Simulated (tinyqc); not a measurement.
# Floating body of a partially depleted SOI transistor: body voltage and kink: two studies

Source at 0 V. Channel current Ic = 2 nf K Vt^2 [F(0) - F(Vd)](1 + la Vd), F(V) = ln^2(1 + exp((Vg - VT - nf V)/(2 nf Vt))), VT = VT0 - gb Vb. Saturation voltage Vs = 2 Vt sqrt(F(0)) + 3 Vt, excess Ve = (Vd - Vs + sqrt((Vd - Vs)^2 + 0.0004 V^2))/2, multiplication M1 = Ai Ve exp(-Bl/Ve). Each junction passes D(v) = J1 (exp(v/Vt) - 1) + J2 (exp(v/(2 Vt)) - 1). Bipolar current Ib = bb J1 (exp(Vb/Vt) - 1). The body settles where M1 (Ic + Ib) = D(Vb) + D(Vb - Vd) + Vb/Rb; drain current Id = (1 + M1)(Ic + Ib) - D(Vb - Vd).

Inputs (values chosen for the exercise); values of the order met in partially depleted silicon-on-insulator transistors:
- T = 358 K (temperature)
- VT0 = 0.54 V (threshold at zero body voltage)
- gb = 0.12 (fall of the threshold per volt of body voltage)
- nf = 1.43 (slope factor)
- K = 240 uA/(V^2 um) (gain factor per width)
- la = 0.07 1/V (channel-length modulation factor)
- Ai = 2.07 1/V (impact-ionisation prefactor)
- Bl = 9 V (impact-ionisation voltage)
- J1 = 2.9e-10 uA/um (diffusion saturation current of each junction)
- J2 = 2.3e-7 uA/um (recombination saturation current of each junction)
- bb = 0 (gain of the lateral bipolar transistor on the diffusion current)
- Rb = 1e9 kohm um (resistance of a weak body tie to the source (1e9 stands for no tie, and the term is then dropped))
- Vg = 0.97 V (gate voltage)
- Vd = 1.5 V (drain voltage)

Constants: q = 1.602176634e-19 C, kB = 1.380649e-23 J/K, Vt = kB T/q. Results are converted to the units shown.

Each table varies one quantity; the others keep the values above.

## Output curve and kink

Rows with more than one solution for Vb (latch) are left out; dId/dVd by a forward difference over 1e-4 V, swing = 1e-4 V over the change of log10 Id; M1 under 1e-12 is printed as 0.

Results:

| Vd (V) | Vb (V) | M1 | Id, floating (uA/um) | Id, grounded (uA/um) | ratio | dId/dVd, floating (uS/um) | dId/dVd, grounded (uS/um) |
|---|---|---|---|---|---|---|---|
| 1.2 | 0.4027 | 1.401e-5 | 20.85 | 16.87 | 1.236 | 8.293 | 1.096 |
| 1.4 | 0.5000 | 1.772e-4 | 22.16 | 17.09 | 1.296 | 5.372 | 1.136 |
| 1.6 | 0.5592 | 0.001023 | 23.11 | 17.33 | 1.333 | 4.342 | 1.266 |
| 1.8 | 0.6011 | 0.003683 | 23.94 | 17.61 | 1.359 | 4.023 | 1.541 |
| 2.2 | 0.6576 | 0.02127 | 25.64 | 18.42 | 1.392 | 4.754 | 2.643 |

Estimate the missing row, Vd = 2 V.

Computed row:

| Vd (V) | Vb (V) | M1 | Id, floating (uA/um) | Id, grounded (uA/um) | ratio | dId/dVd, floating (uS/um) | dId/dVd, grounded (uS/um) |
|---|---|---|---|---|---|---|---|
| 2 | 0.6327 | 0.009802 | 24.75 | 17.96 | 1.378 | 4.186 | 1.997 |

With this row back in the table: Vb rises from 0.403 to 0.658 V and the ratio of the currents rises from 1.24 to 1.39. The output conductance with a floating body exceeds the grounded value by the largest factor among the rows, 7.57, at Vd = 1.2 V, where Vb = 0.403 V and M1 = 1.40e-5.

## Transfer curve and swing

Same model as above.

Transfer curve and swing:

| Vg (V) | Vb (V) | M1 | Id, floating (uA/um) | Id, grounded (uA/um) | ratio | swing, floating (mV/decade) | swing, grounded (mV/decade) |
|---|---|---|---|---|---|---|---|
| 0.09 | 0.06029 | 0.004859 | 3.177e-5 | 2.702e-5 | 1.176 | 98.40 | 102.8 |
| 0.19 | 0.1400 | 0.004833 | 3.722e-4 | 2.554e-4 | 1.457 | 89.44 | 102.6 |
| 0.29 | 0.2793 | 0.004740 | 0.004935 | 0.002369 | 2.083 | 90.91 | 104.5 |
| 0.39 | 0.3938 | 0.004454 | 0.05350 | 0.02041 | 2.621 | 104.6 | 110.4 |
| 0.49 | 0.4651 | 0.003820 | 0.3826 | 0.1464 | 2.613 | 134.2 | 126.2 |
| 0.59 | 0.5064 | 0.002894 | 1.642 | 0.7479 | 2.196 | 190.0 | 161.9 |
| 0.69 | 0.5275 | 0.001971 | 4.531 | 2.525 | 1.795 | 272.7 | 224.6 |
| 0.79 | 0.5360 | 0.001243 | 9.318 | 6.042 | 1.542 | 373.7 | 311.3 |
| 0.89 | 0.5365 | 7.337e-4 | 16.00 | 11.48 | 1.394 | 484.4 | 413.0 |

What does the table show?

Vb rises from 0.0603 to 0.537 V. The smallest swing among the rows is 89.4 mV a decade with a floating body (at Vg = 0.19 V) and 103 with a grounded one; Vt ln 10 = 71.0. The floating swing is smaller by more than 3 % for Vg = 0.09, 0.19, 0.29, 0.39 V, where the rising Vb lowers the threshold as Vg rises. In the first row the floating body raises the current by a factor of 1.18.

Range of the model: The multiplication law is an empirical form chosen for the exercise; self-heating and capacitive coupling to the body are left out, and the linear laws are rough once Vb passes about 0.7 V or M1 about 0.1.

Numbers from tinyqc (`OMP_NUM_THREADS=1 python tinyqc.py 2182191 2182192 out.jsonl`; about 0.2 s on one thread of a shared Intel Xeon 2.30GHz).
